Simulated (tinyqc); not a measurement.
Gated graphene: carriers, quantum capacitance and optical conductivity, step by step. Values are carried at full precision from step to step, so a last printed digit may differ when a step is redone from the rounded ones.

Cones E = +/- hv |k|, four flavours, D(E) = 2|E|/(pi hv^2). n = (2/pi)(kT/hv)^2 F_1(mu/kT), p = (2/pi)(kT/hv)^2 F_1(-mu/kT), in 1/angstrom^2 (1e16 for 1/cm^2); F_1(eta) = integral_0^infinity x dx/(1 + exp(x - eta)). Cq/e^2 = d(n - p)/d mu = (2 kT/(pi hv^2)) ln(2 + 2 cosh(mu/kT)).

Gate: V = mu/e + e (n - p)/Cox with Cox/e^2 = k/(4 pi e2 t), t in angstrom, e2 = e^2/(4 pi eps0); 1/(eV angstrom^2) in C/e^2 equals 1602.176634 microfarad/cm^2; total 1/C = 1/Cox + 1/Cq.

Constants: kB = 8.617333262e-05 eV/K; e^2/(4 pi eps0) = 14.39964547 eV angstrom; fine-structure constant alpha = 0.007297352564.

Inputs chosen for the exercise (Fermi velocity near that of graphene, gate dielectric near SiO2; the results hold for these values, not for the real material): hv = 6.15 eV angstrom (hbar vF); T = 300 K; k = 3.85 (dielectric constant of the gate layer); t = 90 nm (its thickness); V = 53.51 V (gate voltage from the neutrality point); E = 0.514 eV (photon energy); Gm = 20 meV (intraband damping).

## Chemical potential at the gate voltage

Solve the gate equation for mu.

Cox = 0.03788 microfarad/cm^2
mu = 0.3835 eV
n = 1.26e+13 1/cm^2
p = 4.07e+04 1/cm^2

mu takes 0.7 % of the gate voltage; the zero-temperature rule |mu| = hv sqrt(pi |n - p|) gives 0.3863 eV.

## Quantum capacitance

1/(eV angstrom^2) in C/e^2 equals 1602.176634 microfarad/cm^2; 1/C = 1/Cox + 1/Cq.

Cq = 10.34 microfarad/cm^2
C = 0.03774 microfarad/cm^2
Cq at mu = 0 = 0.9665 microfarad/cm^2

C is 0.996 of Cox.

## Optical conductivity at one energy

Conductivity over sigma0 = e^2/(4 hbar): interband Re = sinh(E/2kT)/(cosh(mu/kT) + cosh(E/2kT)); intraband Re = (8 kT/pi) ln(2 cosh(mu/2kT)) Gm/(E^2 + Gm^2). A free sheet absorbs about pi alpha_f Re(sigma/sigma0), alpha_f the fine-structure constant (alpha among the constants).

Evaluate both parts and the absorption.

interband = 0.0075
intraband = 0.0369
absorption = 0.102 %

E is below 2|mu| = 0.7669 eV; at this temperature interband transitions are mostly Pauli blocked; the universal value is pi alpha_f = 2.293 %.

## Checks

- Cq/e^2 against the finite difference of n - p (1/(eV angstrom^2)): both 0.006454.

Program tinyqc; command `OMP_NUM_THREADS=1 python tinyqc.py 1651959 1651960 out.jsonl`; about 0.01 s on one thread of a shared Intel(R) Xeon(R) Processor @ 2.30GHz.
